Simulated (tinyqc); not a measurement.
# Schottky barrier on an n-type semiconductor, non-linear Poisson equation by Newton steps: two studies

One dimension, metal at x = 0, donor density C(x) = Nd, uniform. Energies are counted from the electron Fermi level of the semiconductor and the conduction-band edge is Ec = -psi, so n = Nc exp(psi/Vt); holes follow the Fermi level of the metal, at -V, so p = Nv exp((V - psi - Eg)/Vt). Ends: psi(0) = V - phiB and psi = Vt ln(Nd/Nc) deep inside. Boltzmann statistics, full ionisation, no current, no image force in the Poisson equation.

Parameters, values chosen for the exercise; band and dielectric values close to those of 4H silicon carbide: temperature T = 300 K; band gap Eg = 3.28 eV; relative permittivity eps_r = 9.78; conduction-band density of states at T Nc = 1.68e19 cm^-3; valence-band density of states at T Nv = 2.46e19 cm^-3; donor density deep in the semiconductor Nd = 8.3e16 cm^-3; barrier height phiB = 1.27 eV.

Constants: q = 1.602176634e-19 C, kB = 1.380649e-23 J/K, Vt = kB T/q, eps0 = 8.8541878128e-14 F/cm where lengths are in cm. Results are converted to the units shown.

Each table varies one quantity; the others keep the values above.

## Capacitance-voltage profiling

The Poisson equation d/dx(eps0 eps_r dpsi/dx) = -q (p - n + C) is solved on a mesh of about 1000 nodes or more that ends in neutral material. C_s = q d/dV of the integral of n over x, from the linearised equation. Probed depth w = eps0 eps_r/C_s; apparent doping N_app = C_s^3/(q eps0 eps_r dC_s/dV), the derivative by central differences over +/- 0.02 V.

The same in every row: true C(w) (cm^-3) = 8.300e16.

Capacitance-voltage profiling:
```
V (V)	C_s (nF/cm^2)	w (nm)	N_app (cm^-3)	|E_0| (kV/cm)
0	72.12	120.1	8.298e16	184.4
-0.62	57.74	150.0	8.299e16	230.3
-1.25	49.43	175.2	8.300e16	269.1
-1.88	43.91	197.2	8.300e16	302.9
-2.5	39.95	216.7	8.300e16	332.8
-3.12	36.91	234.6	8.300e16	360.3
-3.75	34.43	251.5	8.300e16	386.2
-4.38	32.39	267.3	8.300e16	410.5
-5	30.71	282.0	8.300e16	433.1
```

Read the table: what changes, and by how much?

C_s falls from 72.1 to 30.7 nF/cm^2 while the probed depth goes from 120 to 282 nm. The apparent doping stays near 8.30e16 cm^-3. It departs most from the true doping at that depth for V = 0 V, where it is 0.021 % below it; so the doping is read well over the depths probed.

## Effect of the bias of the metal against the semiconductor

First integral for uniform doping: E_0^2 = (2 q/(eps0 eps_r)) [Nd (U - Vt + Vt exp(-U/Vt)) + Vt p_0], U = Vbi - V, Vbi = phiB - Vt ln(Nc/Nd), p_0 = Nv exp((phiB - Eg)/Vt) (deep holes neglected). Image-force lowering dphi = sqrt(q E_0/(4 pi eps0 eps_r)), at x_m = sqrt(q/(16 pi eps0 eps_r E_0)). W = sqrt(2 eps0 eps_r U/(q Nd)).

The same in every row: Vbi (V) = 1.133; p_0/Nd = 5.074e-32.

Results:
```
V (V)	W (nm)	E_0 (kV/cm)	dphi (mV)	exp(dphi/Vt)
0	121.5	184.4	52.10	7.504
-1.4	181.6	277.5	63.92	11.85
-2.9	229.2	350.8	71.87	16.12
-4.3	266.0	407.5	77.46	20.01
-5.7	298.3	457.2	82.05	23.90
-8.6	356.0	546.0	89.66	32.08
-10	380.8	584.1	92.73	36.13
```

Estimate the missing row, V = -7.1 V.

Computed row:
```
V (V)	W (nm)	E_0 (kV/cm)	dphi (mV)	exp(dphi/Vt)
-7.1	327.4	502.1	85.98	27.82
```

With this row back in the table: As V goes from 0 to -10, the surface field rises from 184 to 584 kV/cm, the lowering rises from 52.1 to 92.7 mV and W rises from 121 to 381 nm. The reverse current factor exp(dphi/Vt) grows by 4.81 over the table, so a thermionic reverse current does not saturate.

tinyqc, about 0.04 s, one thread, Intel Xeon 2.30GHz (shared host): `OMP_NUM_THREADS=1 python tinyqc.py 2020061 2020062 out.jsonl`
